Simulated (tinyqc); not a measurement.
Reset of a mushroom phase-change cell, hemispherical electro-thermal model: two steps of the calculation.

Current spreads from a hemispherical contact of radius r0 into a large dome with constant rho and ka: j = I/(2 pi r^2). With s = r0/r the steady rise is T - T0 = c (b s - s^2), c = I^2 rho/(8 pi^2 ka r0^2). The heat lost through the heater, (T(r0) - T0)/Rh, fixes b = (2 + g)/(1 + g), g = 1/(2 pi ka r0 Rh).

Parameters, values chosen for the exercise; values of the order of Ge-Sb-Te and related chalcogenides:
```
symbol  value     unit                                            meaning
T0        300        K                                ambient temperature
Tm        877        K                                      melting point
r0         24       nm                       radius of the heater contact
rho       6.9  mohm cm                resistivity of the hot chalcogenide
ka       1.37  W/(m K)                           its thermal conductivity
Rh         10     K/uW  thermal resistance of the path through the heater
I        1100       uA                                      reset current
```

Task 1. Constants and melting current. The peak lies at s = b/2 with the rise c b^2/4; melting starts at the current where that equals Tm - T0, and the molten shell spans the roots of s^2 - b s + (Tm - T0)/c = 0 (s at most 1). Electrical resistance rho/(2 pi r0).

Give: g; b; resistance; radius of the peak; melting current; power at that current.

Result 1.

g = 0.4840
b = 1.674
resistance = 0.4576 kohm
radius of the peak = 28.68 nm
melting current = 862.5 uA
power at that current = 340.4 uW

Task 2. Temperature profile and molten shell. 

| point | r (nm) |
|---|---|
| 0 | 24 |
| 1 | 27.6 |
| 2 | 32.4 |
| 3 | 38.4 |
| 4 | 48 |
| 5 | 62.4 |
| 6 | 84 |
| 7 | 120 |

b = 1.6738327

Find: c; T; peak T; inner radius of the melt; outer radius of the melt.

Result 2.

c = 1340 K

| point | T (K) |
|---|---|
| 0 | 1203 |
| 1 | 1237 |
| 2 | 1226 |
| 3 | 1178 |
| 4 | 1086 |
| 5 | 964.4 |
| 6 | 831.4 |
| 7 | 695.0 |

peak T = 1239 K
inner radius of the melt = 24.00 nm
outer radius of the melt = 75.60 nm

The melt reaches the contact.

Range of the model: Constant properties, no latent heat, thermoelectric terms, boundary resistance or heating in the heater itself.

tinyqc, about 0.01 s, one thread, Intel Xeon 2.30GHz (shared host): `OMP_NUM_THREADS=1 python tinyqc.py 2490107 2490108 out.jsonl`
